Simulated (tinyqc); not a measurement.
Inside a calculation. Method: Luttinger-Kohn k.p, four valence bands. One step of it, computed by the program tinyqc.

Problem. Levels at k. Diagonalise the Hermitian matrix.

H(k) at k (eV), lower triangle (Hermitian):
```
,3/2,1/2,-1/2,-3/2
3/2,0.219840
1/2,-0.049948-0.038849i,0.197258
-1/2,-0.009978-0.060283i,0.000000,0.197258
-3/2,0.000000,-0.009978-0.060283i,0.049948+0.038849i,0.219840
```

Give: eigenvalues.

Solution.

eigenvalues (eV): 0.1199  0.1199  0.2972  0.2972
